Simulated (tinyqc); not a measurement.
# Modulation-doped quantum well, Poisson-Schroedinger loop, step by step

tinyqc, about 0.1 s, one thread, Intel Xeon 2.30GHz (shared host): `OMP_NUM_THREADS=1 python tinyqc.py 2140138 2140139 out.jsonl` Printed values are rounded.

A well of width L centred at z = 0 between barriers Vb; effective-mass electrons, parabolic bands. The electrons come from donor sheets outside the mesh, a share fL of Ns on the left and the rest on the right, so the structure is neutral. Energies are counted from the band edge of the well, with U = 0 on the first node in the Hartree part.

Values chosen for this exercise; material values close to those of GaAs in InGaP:
```
symbol   value   unit                               meaning
T          150      K                           temperature
md      0.0685     m0                         in-plane mass
Vb       0.154     eV                        barrier height
eps_r       13           relative permittivity (all layers)
L         9.02     nm                            well width
hz        0.82     nm                             mesh step
Ns      1.9e12  cm^-2            sheet density of electrons
fL         0.5         share of the donors on the left side
Fz           0  kV/cm                 applied field along z
a            1                                mixing factor
```

Constants: q = 1.602176634e-19 C, kB = 1.380649e-23 J/K, hbar = 1.054571817e-34 J s, m0 = 9.1093837015e-31 kg, Vt = kB T/q, eps0 = 8.8541878128e-14 F/cm where lengths are in cm, hbar^2/(2 m0) = 0.0380998212 eV nm^2. Results are converted to the units shown.

Range of the model: The highest level kept or the Fermi level comes near the barrier edge at an end of the mesh, so the hard walls there affect the result. The highest level kept holds over 3 % of the electrons, so higher levels would take a share too.

## Fixed part of the potential

z, node 1 to 17 (nm): -6.56  -5.74  -4.92  -4.1  -3.28  -2.46  -1.64  -0.82  0  0.82  1.64  2.46  3.28  4.1  4.92  5.74  6.56

V0 = 0 in the well and Vb outside, plus q Fz z (1 kV/cm = 1e-4 eV/nm).

fixed potential V0, node 1 to 17 (eV): 0.1540000  0.1540000  0.1540000  0.0000000  0.0000000  0.0000000  0.0000000  0.0000000  0.0000000  0.0000000  0.0000000  0.0000000  0.0000000  0.0000000  0.1540000  0.1540000  0.1540000

## Round 1: levels and probability densities

self-consistent potential U at the start, node 1 to 17 (eV): 0  0  0  0  0  0  0  0  0  0  0  0  0  0  0  0  0
mass on the intervals 1/2, 3/2, ... (mean of both at an interface) (m0): 0.088  0.088  0.088  0.07755  0.0671  0.0671  0.0671  0.0671  0.0671  0.0671  0.0671  0.0671  0.0671  0.0671  0.07755  0.088  0.088  0.088

Tridiagonal Hamiltonian with psi = 0 one step beyond both ends: H_ii = C (1/m_(i-1/2) + 1/m_(i+1/2))/hz^2 + V0_i + U_i, H_(i,i+1) = -C/(m_(i+1/2) hz^2), C = hbar^2/(2 m0). The lowest 2 level(s) are kept, normalised to hz sum |psi|^2 = 1.

levels (eV): E1 0.0319097, E2 0.1264846

```
node  |psi|^2 of E1 (1/nm)  |psi|^2 of E2 (1/nm)
1                0.0014040             0.0070534
2                0.0067311             0.0294320
3                0.0202135             0.0710020
4                0.0479264             0.1296943
5                0.0767587             0.1499519
6                0.1054412             0.1269780
7                0.1296793             0.0740217
8                0.1458442             0.0216229
9                0.1515155             0.0000000
10               0.1458442             0.0216229
11               0.1296793             0.0740217
12               0.1054412             0.1269780
13               0.0767587             0.1499519
14               0.0479264             0.1296943
15               0.0202135             0.0710020
16               0.0067311             0.0294320
17               0.0014040             0.0070534
```

## Round 1: Fermi level and occupations

Level k holds N_k = D_k Vt ln(1 + exp((EF - E_k)/Vt)) with D = md m0 q/(pi hbar^2) per eV (spin included); EF is fixed by sum N_k = Ns.

EF = 0.09697057 eV
N_k (cm^-2): E1 1.864093e12, E2 3.590662e10

## Round 1: density, output potential and mixing

n_i = sum_k N_k |psi_k|^2 (converted to cm^-3). Hartree part by Gauss: on the interval after node i the enclosed sheet charge is S_i = fL Ns - hz sum_(j<=i) n_j, and U_(i+1) = U_i + q S_i hz/(eps0 eps_r) in eV, U_1 = 0. Mixing: U(new) = U + a (U(out) - U).

```
node  n (1e18 cm^-3)  U(out) (eV)  U after round 1 (eV)
1           0.028704   0.00000000            0.00000000
2           0.136043   0.01081629            0.01081629
3           0.402292   0.02150526            0.02150526
4           0.939962   0.03181770            0.03181770
5           1.484697   0.04125041            0.04125041
6           2.011115   0.04929353            0.04929353
7           2.443922   0.05545437            0.05545437
8           2.726436   0.05932787            0.05932787
9           2.824391   0.06064959            0.06064959
10          2.726436   0.05932787            0.05932787
11          2.443922   0.05545437            0.05545437
12          2.011115   0.04929353            0.04929353
13          1.484697   0.04125041            0.04125041
14          0.939962   0.03181770            0.03181770
15          0.402292   0.02150526            0.02150526
16          0.136043   0.01081629            0.01081629
17          0.028704   0.00000000            0.00000000
```

## Course of the self-consistent loop

Start from U = 0. Stop when the largest |U(out) - U| is below 1e-7 eV, or after 120 rounds.

Course of the iteration:
```
round  level E1 (eV)     EF (eV)  largest |U(out) - U| (eV)
1         0.03190972  0.09697057                     0.0606
2         0.08192058   0.1456154                    2.17e-3
3         0.08058109   0.1443759                    1.37e-4
4         0.08066460   0.1444531                    8.67e-6
5         0.08065933   0.1444482                    5.49e-7
6         0.08065966   0.1444486                    3.48e-8
```

Converged in 6 rounds.

## Converged levels, occupations and centroid

converged U, node 1 to 17 (eV): 0.00000000  0.01080186  0.02142239  0.03155673  0.04065250  0.04823314  0.05391174  0.05742001  0.05860567  0.05742001  0.05391174  0.04823314  0.04065250  0.03155673  0.02142239  0.01080186  0.00000000

Solve for the levels with V0 + U, find EF, n_i = sum_k N_k |psi_k|^2 (in cm^-3); share of each level N_k/Ns; centroid sum n z/sum n.

levels (eV): E1 0.0806597, E2 0.1643124
EF = 0.1444486 eV
shares (%): E1 96.20760, E2 3.79240
n, node 1 to 17 (in units of 1e18 cm^-3): 0.044124  0.193742  0.519482  1.109653  1.618844  2.032228  2.318897  2.481582  2.533630  2.481582  2.318897  2.032228  1.618844  1.109653  0.519482  0.193742  0.044124
centroid = 0 nm

With 400 intervals across the well and the same walls, E2 - E1 = 84.87 meV and EF - E1 = 63.97 meV; this mesh gives 83.65 and 63.79 meV.
